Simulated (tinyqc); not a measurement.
Ionisation ratio from the excess noise.

Question. In the local model of an avalanche photodiode F = k M + (1 - k)(2 - 1/M), k the ratio of the ionisation coefficient of the other carrier to that of the injected one. Find k and F at twice the gain.

M = 24
excess noise factor F = 10.554583

Answer. F is linear in k: k = (F - 2 + 1/M)/(M - 2 + 1/M).

k = 0.3900
F at 2 M = 19.93

Numbers from tinyqc (`OMP_NUM_THREADS=1 python tinyqc.py 2120137 2120138 out.jsonl`; about 0.05 s on one thread of a shared Intel Xeon 2.30GHz).
